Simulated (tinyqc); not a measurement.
Tension along [110]: repopulation and mass change: two-band k.p model of the Delta valleys near the X point under shear strain.

Valley pair on the [001] axis, kz counted from the X point, c = hbar^2/2m0, k0 = kx0 2 pi/a. H = (c kz^2/ml + c (kx^2 + ky^2)/mt + c k0^2/ml) 1 + (2 c k0 kz/ml) sigma_z + (D exy - 2 c kx ky/Mp) sigma_x, so E = c kz^2/ml + c (kx^2 + ky^2)/mt + c k0^2/ml -/+ sqrt((2 c k0 kz/ml)^2 + (D exy - 2 c kx ky/Mp)^2). Without strain the lower band has its minima, E = 0, at kz = +/- k0. Shifts from diagonal strain are left out.

For |eta| < 1: k_min = k0 sqrt(1 - eta^2), E_min = -Delta eta^2/2, ml(eta) = ml/(1 - eta^2), 1/m[110] = 1/mt + eta/Mp, 1/m[1-10] = 1/mt - eta/Mp. For |eta| > 1 the minimum sits at X: E_min = -Delta (2 |eta| - 1)/2, ml(eta) = ml/(1 - 1/|eta|), and eta is replaced by its sign in the transverse masses. Here Delta = 2 c k0^2/ml and eta = D exy/Delta.

s11 = (C11 + C12)/((C11 - C12)(C11 + 2 C12)), s12 = -C12/((C11 - C12)(C11 + 2 C12)), s44 = 1/C44; exx = s11 sxx + s12 (syy + szz) and cyclic, exy = s44 sxy/2; tension is positive. A uniaxial stress X along the unit vector n is s_ij = X n_i n_j.

Constants: hbar^2/2m0 = 3.80998211 eV angstrom^2; kB = 8.617333262e-05 eV/K.

Values chosen for the exercise (near those of Si; shifted at random, so the results belong to these values and not to a real crystal): a = 5.436 angstrom (lattice constant); ml = 0.898 m0 (longitudinal mass); mt = 0.198 m0 (transverse mass); kx0 = 0.153 2 pi/a (distance of the minimum from X); D = 12.9 eV (shear deformation potential); Mp = 0.246 m0 (coupling mass); C11 = 165 GPa; C12 = 64.6 GPa; C44 = 80.1 GPa; Xu = 9.47 eV (uniaxial potential); T = 300 K (temperature).

The z valleys move against the x and y valleys by Xu (ezz - exx) and, through the shear, by E_min. Share of the z valleys n = w/(w + 2 exp(dE/kT)), dE the total relative shift, w = sqrt(ml(eta) m[110] m[1-10]/(ml mt^2)). Along [110]: 1/m_c = n/m[110] + (1 - n)(1/ml + 1/mt)/2. Fixed masses means E_min = 0, w = 1, m[110] = mt. Gains are against 3/(1/ml + 2/mt) at a fixed scattering time.

Results:
```
X (GPa)  Xu (ezz - exx) (meV)  E_min (meV)  m[110]  m_c fixed masses  m_c with shear  gain fixed (%)  gain with shear (%)
0.00                      0.0          0.0  0.1980            0.2675          0.2675             0.0                  0.0
0.25                    -11.8         -0.2  0.1921            0.2532          0.2486             5.7                  7.6
0.50                    -23.6         -0.8  0.1866            0.2396          0.2292            11.6                 16.7
1.00                    -47.2         -3.1  0.1765            0.2188          0.1961            22.3                 36.4
1.50                    -70.7         -6.9  0.1673            0.2073          0.1747            29.1                 53.1
2.00                    -94.3        -12.2  0.1591            0.2019          0.1615            32.5                 65.6
3.00                   -141.5        -27.5  0.1449            0.1986          0.1451            34.7                 84.4
```

At 1 GPa repopulation alone gives 22.3 % and the shear terms raise it to 36.4 %. From 2 to 3 GPa the fixed-mass gain grows by 2.2 points, towards its ceiling of 35.1 % when all electrons sit in the z valleys, whereas the gain with shear grows by 18.7 points because m[110] keeps falling.

Computed by tinyqc, a small Python program: `OMP_NUM_THREADS=1 python tinyqc.py 1080605 1080606 out.jsonl` (the numbers bound the seed that draws the inputs); one thread of a shared host (Intel(R) Xeon(R) Processor @ 2.30GHz), about 0.01 s for the whole set of steps.
